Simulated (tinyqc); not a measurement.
Inside a calculation. Method: coherent transport through a tight-binding region between two chains. Computed by tinyqc, a small Python program that keeps every step. Settings: temperature = 77, mu = 0.06. Command: `OMP_NUM_THREADS=1 python tinyqc.py 26863 26864 out.jsonl` (the two numbers bound the seeds that draw the settings). One thread of a shared host (Intel(R) Xeon(R) Processor @ 2.60GHz), about 0.2 s of CPU time with the checks.

## Transmission at E = -0.6 eV

H of the central region (eV):
```
          1         2         3         4         5         6
1   0.00000  -1.12000   0.00000   0.00000   0.00000   0.00000
2  -1.12000   0.00000  -0.75000   0.00000   0.00000   0.00000
3   0.00000  -0.75000   0.00000  -1.66000   0.00000   0.00000
4   0.00000   0.00000  -1.66000   0.00000  -0.75000   0.00000
5   0.00000   0.00000   0.00000  -0.75000   0.00000  -0.36000
6   0.00000   0.00000   0.00000   0.00000  -0.36000   0.00000
```

Leads: semi-infinite chains with site energy 0:
```
parameter                           value
lead hopping t (eV)              1.940000
coupling to the left lead (eV)   0.550000
coupling to the right lead (eV)  0.550000
left contact site                       1
right contact site                      6
```

E = -0.60000 eV

Surface Green function g = (E - i sqrt(4 t^2 - E^2)) / (2 t^2); self-energy tc^2 g on each contact site; G = (E - H - Sigma)^(-1); Gamma = -2 Im Sigma; T = Gamma_L Gamma_R |G_LR|^2; local density of states -Im G_ii / pi.

g = -0.07971-0.50926i 1/eV

G (1/eV):
```
                   1                  2                  3                  4
1   0.45383-0.07012i   1.11657-0.09848i   0.21553+0.02593i  -0.42657+0.05386i
2   1.11657-0.09848i   0.56058-0.20421i   0.11439-0.01631i  -0.21193+0.08637i
3   0.21553+0.02593i   0.11439-0.01631i  -0.23035-0.05177i   0.46747-0.01134i
4  -0.42657+0.05386i  -0.21193+0.08637i   0.46747-0.01134i   0.26471-0.04312i
5  -0.81830-0.01429i  -0.42272+0.10520i   0.88382+0.10551i   0.51044-0.00940i
6  -0.47515-0.13604i  -0.26302-0.00459i   0.49913+0.19948i   0.29925+0.07418i

                   5                  6
1  -0.81830-0.01429i  -0.47515-0.13604i
2  -0.42272+0.10520i  -0.26302-0.00459i
3   0.88382+0.10551i   0.49913+0.19948i
4   0.51044-0.00940i   0.29925+0.07418i
5  -1.54782-0.24105i  -0.86535-0.38217i
6  -0.86535-0.38217i  -2.06568-0.79148i
```

local density of states (1/eV): 0.02232  0.06500  0.01648  0.01373  0.07673  0.25194

transmission = 0.02319

## Transmission across the band

The same steps on a grid of energies.

T(E):
```
E (eV)             T
-3.6860000  6.21e-10
-3.3174000  7.84e-09
-2.9488000  7.58e-08
-2.5802000  1.02e-06
-2.2116000  4.80e-05
-1.8430000   0.00054
-1.4744000   0.00088
-1.1058000   0.06003
-0.7372000   0.01519
-0.3686000   0.19533
0.0000000    0.06639
0.3686000    0.19533
0.7372000    0.01519
1.1058000    0.06003
1.4744000    0.00088
1.8430000    0.00054
2.2116000   4.80e-05
2.5802000   1.02e-06
2.9488000   7.58e-08
3.3174000   7.84e-09
3.6860000   6.21e-10
```

levels of the isolated region (eV): -2.00884  -1.06349  -0.31329  0.31329  1.06349  2.00884

## Current

I = (2e/h) int T(E) [f(E - mu - V/2) - f(E - mu + V/2)] dE at 77 K with mu = 0.06 eV, the bias not changing H; 2e^2/h = 77.48092 microsiemens; the integral runs over the band on 4001 points.

Current:
```
V (volt)  I (microampere)
0.01000           0.05521
0.05000           0.27726
0.10000           0.56238
0.20000           1.19284
0.40000           3.10963
0.80000           9.44257
```
